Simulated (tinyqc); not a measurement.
k.p theory built from an empirical-pseudopotential calculation at Gamma: sweeps and comparisons. A value that a table varies takes the place of the one given here.

Empirical pseudopotential on the fcc lattice, atoms at +/- tau, tau = a (1,1,1)/8, no spin-orbit coupling. H(G,G') = c (2 pi/a)^2 |k + G|^2 delta + VS(q) cos(q.tau) + i VA(q) sin(q.tau), q = G - G', c = hbar^2/2m0; k and G in units of 2 pi/a; VS at |q|^2 = 3, 8, 11 and VA at 3, 4, 11, in rydberg, zero elsewhere. The basis is fixed: all 89 G with |G|^2 up to Gcut. Energies are counted from the fourth level at Gamma.

k.p in the lowest n states at Gamma: H_nm = (E_n + c k^2) delta + 2 c k.<n|G|m>, k in 1/angstrom; with all states of the basis it is exact.

Empirical pseudopotential on the fcc lattice, atoms at +/- tau, tau = a (1,1,1)/8, no spin-orbit coupling. H(G,G') = c (2 pi/a)^2 |k + G|^2 delta + VS(q) cos(q.tau) + i VA(q) sin(q.tau), q = G - G', c = hbar^2/2m0; k and G in units of 2 pi/a; VS at |q|^2 = 3, 8, 11 and VA at 3, 4, 11, in rydberg, zero elsewhere. The basis holds all G with |G|^2 up to a cut-off. Energies are counted from the fourth level at Gamma.

For a multiplet A of d_A states, W(B) = (4 c/(3 d_A)) sum over n in A, m in B and i = x, y, z of |<n|G_i|m>|^2 (G in 1/angstrom, <n|G_i|m> = sum_G c_n(G)* G_i c_m(G)); the mean inverse mass of A is 1 + sum_B W(B)/(E_A - E_B). Multiplets with W = 0 are left out.

Valence parameters: D(u) = c + 4 c^2 sum_m <n|u.G|m><m|u.G|n'>/(0 - E_m) on the valence triplet, in units of c, has eigenvalues L, M, M along [100] and (L + 2M + 2N)/3, (L + 2M - N)/3 twice along [111]; g1 = -(L + 2M)/3, g2 = -(L - M)/6, g3 = -N/6.

Constants: hbar^2/2m0 = 3.80998211 eV angstrom^2; Ry = 13.60569312 eV.

Parameters, chosen for this exercise (near those of InAs; shifted at random, so the results belong to these values and not to a real crystal): a = 6.03 angstrom (lattice constant); VS = (-0.218, -0.001, 0.049) Ry (symmetric form factors); VA = (0.079, 0.051, 0.03) Ry (antisymmetric form factors); Gcut = 19 (2 pi/a)^2 (largest |G|^2 of the fixed basis); VS3 = -0.218 Ry; VS8 = -0.001 Ry; VS11 = 0.049 Ry; VA3 = 0.079 Ry; VA4 = 0.051 Ry; VA11 = 0.03 Ry.

## How many bands a k.p model needs: band 4 from Gamma to L

Band 4 (counted from below) at k = f (0.5, 0.5, 0.5) 2 pi/a; n ends on whole multiplets.

Energies (eV):
```
f      n = 8  n = 15  n = 27  n = 89 (exact)
0.000  0.000   0.000   0.000           0.000
0.125  0.005  -0.033  -0.035          -0.035
0.250  0.026  -0.123  -0.130          -0.131
0.375  0.074  -0.241  -0.258          -0.260
0.500  0.164  -0.360  -0.393          -0.396
0.625  0.308  -0.457  -0.513          -0.518
0.750  0.517  -0.519  -0.602          -0.612
0.875  0.800  -0.534  -0.654          -0.670
1.000  1.161  -0.495  -0.660          -0.688
```

With n = 8 the band stays within 0.05 eV of the exact one up to f = 0.125 (error at L: +1.849 eV). With n = 15 the band stays within 0.05 eV of the exact one up to f = 0.500 (error at L: +0.193 eV). With n = 27 the band stays within 0.05 eV of the exact one over the whole line (error at L: +0.027 eV). A smaller basis can only raise a level.

## Convergence with the plane-wave basis

E_s is the lowest empty singlet, Ep its W to the valence triplet, m its mass.

Results:
```
cut-off  plane waves  E_s (eV)  Ep (eV)  m (m0)     g1    g2    g3
8                 27     0.377    14.35  0.0256  13.98  6.03  6.66
11                51     0.317    14.71  0.0211  16.68  7.51  7.98
12                59     0.349    14.69  0.0233  15.29  6.76  7.27
16                65     0.339    14.74  0.0225  15.78  7.01  7.52
19                89     0.341    14.74  0.0227  15.68  6.96  7.46
20               113     0.359    14.73  0.0238  14.96  6.59  7.10
24               137     0.361    14.73  0.0240  14.88  6.55  7.06
```

Against the last row, E_s errs most, by -0.044 eV, at cut-off 11, and by -0.002 eV in the last row but one. Ep varies by 2.6 % over the table and m by 18.8 %: the mass, near E_s/Ep, inherits the errors of both. Local form factors fix the converged values only roughly. The gap is a difference of two levels, so it need not converge steadily, and here it does not.

## What each form factor does (empirical-pseudopotential levels)

Lowest empty singlet and triplet at Gamma and the valence width there (fixed basis); lowest empty level at X = (1,0,0) and L = (1/2,1/2,1/2) from the valence top, these levels and that top with all |k + G|^2 up to 21. Singlet and triplet count orbital degeneracy. VS3 is VS at |q|^2 = 3, and so on. The row for a keeps the form factors fixed, so it is no model of a real expansion, which changes them too. Each row changes one parameter from the base and keeps the others.

Results:
```
case               singlet (eV)  triplet (eV)  X (eV)  L (eV)  width (eV)
base                      0.341         4.487   1.937   1.448      11.356
a = 6.09 angstrom         0.397         4.513   2.058   1.534      11.145
VS3 = -0.228 Ry           0.356         4.622   2.185   1.573      11.376
VS8 = -0.011 Ry           7.210         0.000   1.937   1.271      11.581
VS11 = 0.039 Ry           7.401         0.000   1.700   1.137      11.618
VA3 = 0.069 Ry            0.224         4.342   1.721   1.343      11.291
VA4 = 0.041 Ry            0.284         4.284   1.906   1.257      11.278
VA11 = 0.02 Ry            0.591         4.498   2.070   1.546      11.223
```

The largest shifts from the base row, up to three for each result and ties (the steps differ in size, so this ranks the rows, not the parameters). singlet (eV): VS11 +7.060, VS8 +6.869, VA11 +0.250. triplet (eV): VS8 -4.487, VS11 -4.487, VA4 -0.202. X (eV): VS3 +0.247, VS11 -0.237, VA3 -0.216; unchanged at the printed digits by VS8. L (eV): VS11 -0.311, VA4 -0.192, VS8 -0.177. width (eV): VS11 +0.261, VS8 +0.225, a -0.212.

Program tinyqc; command `OMP_NUM_THREADS=1 python tinyqc.py 1081113 1081114 out.jsonl`; about 0.5 s on one thread of a shared Intel(R) Xeon(R) Processor @ 2.30GHz.
